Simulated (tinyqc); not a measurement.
Worked calculation: plane-wave Kohn-Sham cycle with exchange-only LDA in a layered model solid. One step of it, computed by the program tinyqc.

Problem. Iteration 1: Hamiltonian at one k. H(m,m') = (k + G_m)^2/2 delta + V(G_m - G_m'), with V(-G) = V(G).

A solid whose potential varies along x alone (atomic units):
```
parameter                      value
period a                   17.800000
cross-section of the cell  37.000000
electrons per cell                 4
grid points                       16
plane waves -n..n, n               2
k points                           2
V1 in V1 cos(2 pi x/a)     -0.310000
```

V(G_m), m = 0, 1, 2, ... (hartree): [-0.179668, -0.155000, 0.000000, 0.000000, 0.000000]

k = 0.250000 2 pi / a

Give: H.

Solution.

H (hartree), order -2, -1, +0, +1, +2:
```
[[0.011, -0.155, 0.000, 0.000, 0.000],
 [-0.155, -0.145, -0.155, 0.000, 0.000],
 [0.000, -0.155, -0.176, -0.155, 0.000],
 [0.000, 0.000, -0.155, -0.082, -0.155],
 [0.000, 0.000, 0.000, -0.155, 0.136]]
```
